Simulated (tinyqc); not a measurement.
Gate-all-around wire, scale length and short-channel effects: one step of the calculation.

A round wire of diameter ts in an insulator shell of thickness ti under a surrounding gate. Below threshold the potential that source and drain add obeys Laplace's equation and vanishes on the gate. Its lowest mode decays along the channel as exp(-k y); k is the smallest positive root of the matching condition at the interface, and the scale length is Lambda = pi/k.

Question. Decay constant by Newton steps. f(k) = ei J0(u)[J1(u) Y0(v) - Y1(u) J0(v)] - eps_r J1(u)[J0(u) Y0(v) - Y0(u) J0(v)], u = k ts/2, v = u + k ti; f' by a central difference with +/- 1e-5 1/nm; k(new) = k - f/f'.

Values chosen for this exercise; permittivities: semiconductor made up, insulator close to that of zirconium oxide: relative permittivity of the semiconductor eps_r = 14; relative permittivity of the insulator ei = 25.7; insulator thickness ti = 11 nm; wire diameter ts = 13.7 nm.

k at the start = 0.1575 1/nm

Give: f; f'; k after iteration 1.

Answer.

f = -1.008
f' = -98.96 nm
k after iteration 1 = 0.1473 1/nm

tinyqc, about 0.01 s, one thread, Intel Xeon 2.30GHz (shared host): `OMP_NUM_THREADS=1 python tinyqc.py 2420165 2420166 out.jsonl`
